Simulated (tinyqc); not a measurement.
Sheet resistance and Hall data of a diffused or implanted layer: one step, computed by the program tinyqc.

Carriers are taken equal to the net active doping down to the junction (full ionisation, which deep dopants in wide-gap hosts do not reach; no spill-over, no depletion), and the Hall factor is 1.

Question. Dose and junction depth. N(x) = N_0 exp(-x^2/l^2), dose N_0 l sqrt(pi)/2, junction x_j = l sqrt(ln(N_0/N_B)).

Inputs (values chosen for the exercise, modelled on silicon in GaN): peak concentration N_0 = 2e+18 1/cm^3; length scale l = 140 nm; background doping N_B (opposite type) = 6.7e+16 1/cm^3.

Profile: Gaussian at the surface. Activation: complete.

Give: dose; junction depth x_j.

Answer.

dose = 2.481e+13 1/cm^2

junction depth x_j = 258.0 nm
